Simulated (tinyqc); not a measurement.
What each parameter does: temperature and isotope dependence of a band gap in oscillator models.

E(T) = E0 - sum_i sl_i th_i n_i(T), n = 1/(exp(th/T) - 1). The same coupling lowers the gap at 0 K by the zero-point term ZP = sum_i sl_i th_i/2, so the gap of the static lattice is E0 + ZP. Thermal expansion is taken as part of the slopes.

Parameters, chosen for this exercise (near those of SiC; the results hold for these values, not for the real material): E0 = 3.29 eV (gap at 0 K); th = (303, 975) K (temperatures of two oscillators); sl = (0.1726, 0.3504) meV/K (their high-temperature slopes); T = 200 K (temperature).

Gap at T, slope -sum sl_i (th_i/T)^2 n_i (1 + n_i) and ZP.

One parameter was then changed.

Results before and after:

| case | E(T) (eV) | dE/dT (meV/K) | ZP (meV) |
|---|---|---|---|
| base | 3.2726 | -0.2076 | 196.97 |
| changed | 3.2634 | -0.2544 | 196.97 |

Which of these changes was made? (a) sl = (0.2244, 0.3504) meV/K; (b) E0 = 3.3 eV; (c) T = 240 K; (d) th = (303, 1170) K.

Answer: (c) T = 240 K. Of the candidates, run in turn, only this one gives the changed row.

All candidates:

| case | E(T) (eV) | dE/dT (meV/K) | ZP (meV) |
|---|---|---|---|
| base | 3.2726 | -0.2076 | 196.97 |
| T = 240 K | 3.2634 | -0.2544 | 196.97 |
| E0 = 3.3 eV | 3.2826 | -0.2076 | 196.97 |
| th = (303, 1170) K | 3.2741 | -0.1778 | 231.13 |
| sl = (0.2244, 0.3504) meV/K | 3.2682 | -0.2506 | 204.82 |

Run: tinyqc, `OMP_NUM_THREADS=1 python tinyqc.py 1880618 1880619 out.jsonl`; Intel(R) Xeon(R) Processor @ 2.30GHz, one thread, shared host; about 0.01 s of CPU time with all checks.
